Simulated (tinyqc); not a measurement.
Haynes-Shockley experiment: drift, diffusion and decay of a minority-carrier pulse: one step, computed by the program tinyqc. Command: `OMP_NUM_THREADS=1 python tinyqc.py 3110271 3110272 out.jsonl haynes walk`. One thread of a shared host (Intel(R) Xeon(R) Processor @ 2.30GHz), about 0.01 s of CPU time with the checks.

A thin sheet of excess carriers is made at x = 0, t = 0 in a long uniform bar; injection is low, so the pulse moves with the minority mobility.

Task: Transport coefficients. D = mu k_B T/e, v = mu F. Transit time d/v, diffusion length sqrt(D tau), drift length v tau, Peclet number v d/D = e F d/(k_B T).

Inputs (values chosen for the exercise, modelled on holes in n-type silicon in a lightly doped bar): minority mobility mu = 433 cm^2/(V s); lifetime tau = 39 microsecond; temperature T = 300 K; field F = 21 V/cm; distance d to the collector = 0.23 cm.

Constants: k_B = 8.617333262e-05 eV/K.

Give: D; drift velocity v; transit time d/v; diffusion length; drift length v tau; Peclet number.

Result:

D = 11.194 cm^2/s

drift velocity v = 9093 cm/s

transit time d/v = 25.294 microsecond

diffusion length = 208.94 micrometre

drift length v tau = 0.354627 cm

Peclet number = 186.83

The pulse must travel 0.649 drift lengths.
